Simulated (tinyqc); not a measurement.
Raman shift of the zone-centre optical phonon of a diamond-structure crystal under stress: one step, computed by the program tinyqc.

Axes x, y, z are the cube axes. Strain shifts the threefold optical mode and can split it; p, q and r are the phonon deformation potentials.

Question. Stress and strain tensors. Hydrostatic stress: sigma_ij = sigma delta_ij. eps_xx = S11 sigma_xx + S12 (sigma_yy + sigma_zz), and cyclic; eps_xy = S44 sigma_xy/2 (tensor strain).

Inputs (values chosen for the exercise, for a model crystal): stress sigma (tension positive) = 0.39 GPa.

Stress state: hydrostatic. Axis: none.

S44 = 6.329114 1/TPa

S11 = 2.854370 1/TPa

S12 = -0.5808751 1/TPa

Give: stress; strain; volume strain.

Answer.

stress (GPa):
```
,x,y,z
x,0.39,0.00,0.00
y,0.00,0.39,0.00
z,0.00,0.00,0.39
```

strain (per mille):
```
,x,y,z
x,0.66012,0.00000,0.00000
y,0.00000,0.66012,0.00000
z,0.00000,0.00000,0.66012
```

volume strain = 1.9804 per mille
